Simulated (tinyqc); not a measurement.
Undoped symmetric double-gate MOSFET, analytic potential model: effect of the body thickness.

An undoped body of thickness ts between two equal insulators and tied gates; long channel, electrons only, n = ni exp((psi - V)/Vt) with V the quasi-Fermi potential (0 at the source, Vd at the drain), constant mobility, no quantisation. Across the body psi(x) = V - 2 Vt ln[(ts/(2 beta)) sqrt(q ni/(2 eps0 eps_r Vt)) cos(2 beta x/ts)], x from the centre. Q is the electron charge per area of the whole body.

ni = sqrt(Nc Nv) exp(-Eg/(2 Vt)), Eg in volts; r = eps_r tox/(eox ts); V0 = dphi + 2 Vt ln[(2/ts) sqrt(2 eps0 eps_r Vt/(q ni))]. beta (between 0 and pi/2) solves (Vg - V0 - V)/(2 Vt) = ln(beta) - ln(cos beta) + 2 r beta tan(beta). Q = 8 eps0 eps_r Vt beta tan(beta)/ts; I = mu (1/L)(4 eps0 eps_r/ts)(2 Vt)^2 [g(beta_s) - g(beta_d)] per width, g = beta tan(beta) - beta^2/2 + r beta^2 tan^2(beta), with beta_s at V = 0 and beta_d at V = Vd.  I(low) is taken at Vg = 0.23 V, Qs and I(high) at Vg = 0.98 V.

Inputs (values chosen for the exercise); material values close to those of silicon: temperature T = 350 K; band gap Eg = 1.1 eV; relative permittivity of the semiconductor eps_r = 11.8; conduction-band density of states at T Nc = 3.52e19 cm^-3; valence-band density of states at T Nv = 3.34e19 cm^-3; relative permittivity of the gate insulator eox = 25.7; insulator thickness tox = 9.1 nm; gate work function less that of the intrinsic body dphi = 0.03 V; channel mobility mu = 230 cm^2/(V s); gate length L = 0.2 um; drain voltage Vd = 0.1 V.

Constants: q = 1.602176634e-19 C, kB = 1.380649e-23 J/K, Vt = kB T/q, eps0 = 8.8541878128e-14 F/cm where lengths are in cm. Results are converted to the units shown.

Result of one run:

| V0 (V) | I(low) (nA/um) | Qs(high) (nC/cm^2) | I(high) (uA/um) |
|---|---|---|---|
| 0.4423 | 3.516 | 1861 | 189.5 |

Which body thickness ts gave this result: 5.6, 11, 15 or 21 nm?

ts = 21 nm.

The whole series:

| ts (nm) | V0 (V) | I(low) (nA/um) | Qs(high) (nC/cm^2) | I(high) (uA/um) |
|---|---|---|---|---|
| 4 | 0.5423 | 0.6702 | 1842 | 187.0 |
| 5.6 | 0.5220 | 0.9382 | 1850 | 188.0 |
| 7.8 | 0.5020 | 1.307 | 1855 | 188.7 |
| 11 | 0.4813 | 1.843 | 1858 | 189.1 |
| 15 | 0.4626 | 2.512 | 1860 | 189.4 |
| 21 | 0.4423 | 3.516 | 1861 | 189.5 |
| 30 | 0.4208 | 5.021 | 1861 | 189.6 |

As ts goes from 4 to 30 nm, I(low) rises from 0.670 to 5.02 nA/um and I(high) rises from 187 to 190 uA/um. On average I(low) goes as ts^(1.00) and I(high) goes as ts^(0.01). Below threshold the charge is proportional to the cross-section of the body; above it the insulator sets the charge. In every row the surface density at the source at the higher gate voltage passes 0.3 Nc, where Boltzmann statistics fail. For ts = 4 to 5.6 nm the body is thin enough for quantum confinement, left out here, to raise the threshold.

Numbers from tinyqc (`OMP_NUM_THREADS=1 python tinyqc.py 2440086 2440087 out.jsonl`; about 0.01 s on one thread of a shared Intel Xeon 2.30GHz).
